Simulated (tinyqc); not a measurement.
Changing the composition x for the local step: interdiffusion in a binary couple: Darken equations, Kirkendall shift and Boltzmann-Matano analysis. Computed by tinyqc, a small Python program. Command: `OMP_NUM_THREADS=1 python tinyqc.py 3002084 3002085 out.jsonl darken sweep`. One thread of a shared host (Intel(R) Xeon(R) Processor @ 2.30GHz), about 0.1 s of CPU time with the checks.

x is the mole fraction of B; the molar volume is constant, and the two halves are long enough to count as infinite.

Inputs (values chosen for the exercise, for a model alloy A-B):

| quantity | value | unit |
|---|---|---|
| tracer diffusivity D*_A(0) | 6.8e-15 | m^2/s |
| tracer diffusivity D*_B(0) | 1.6e-15 | m^2/s |
| slope k of ln D* with x | 1.4 | - |
| regular-solution parameter W | -0.047 | eV |
| temperature T | 1170 | K |
| left composition x_L | 0.12 | - |
| right composition x_R | 0.61 | - |
| time t | 77000 | s |

Vacancy-wind correction: none.

Constants: k_B = 8.617333262e-05 eV/K.

Method:
- D*_i(x) = D*_i(0) exp(k x); thermodynamic factor Phi = 1 - 2 W x (1 - x)/(k_B T); intrinsic D_i = D*_i Phi; interdiffusion D~ = x D_A + (1 - x) D_B.
- With lambda = z/sqrt(t), the profile solves d/dlambda (D~ dx/dlambda) + (lambda/2) dx/dlambda = 0 with x = x_L and x_R far to the left and right; z = 0 is the original interface. It is solved as a boundary-value problem in y = lambda/sqrt(D~ at the mean composition) on -12 < y < 12 (collocation, tolerance 1e-8).
- Read from the profile: the position z(x), the area -int_(x_L)^x z dx and the slope.
- D~(x) = area/(2 t slope), with z counted from the original interface (the Matano plane); 1 um^2 = 1e-12 m^2.

One run for each value:

| composition x for the local step | interdiffusion coefficient D~ at the local x (m^2/s) | thermodynamic factor Phi | position z(x) (um) | D~ from the profile (m^2/s) |
|---|---|---|---|---|
| 0.14 | 3.1500e-15 | 1.1123 | -47.215 | 3.1500e-15 |
| 0.20 | 4.0141e-15 | 1.1492 | -31.930 | 4.0141e-15 |
| 0.27 | 5.1895e-15 | 1.1838 | -20.589 | 5.1895e-15 |
| 0.33 | 6.3483e-15 | 1.2061 | -11.357 | 6.3483e-15 |
| 0.46 | 9.3614e-15 | 1.2316 | 12.828 | 9.3614e-15 |
| 0.53 | 1.1273e-14 | 1.2322 | 33.093 | 1.1273e-14 |
| 0.59 | 1.3067e-14 | 1.2255 | 69.070 | 1.3067e-14 |

Give the missing row, composition x for the local step = 0.40.

Computed row; columns: (1) composition x for the local step; (2) interdiffusion coefficient D~ at the local x (m^2/s); (3) thermodynamic factor Phi; (4) position z(x) (um); (5) D~ from the profile (m^2/s):
```
(1)          (2)     (3)    (4)         (5)
0.40  7.8840e-15  1.2238  0.485  7.8840e-15
```

Interpolating between the two neighbouring rows (linearly) misses most in position z(x) (um), by a factor of 3.4. Over the rows, interdiffusion coefficient D~ at the local x (m^2/s) rises from 3.15e-15 to 1.31e-14 (exponent d ln y / d ln x 0.68 between the first rows and 1.4 between the last); thermodynamic factor Phi goes from 1.11 through a maximum among these rows, 1.23 at 0.530, to 1.23; position z(x) (um) rises from -47.2 to 69.1. D~ read back from the profile reproduces the local D~.

Extremes, crossings and ranges named in words are read from the listed rows.
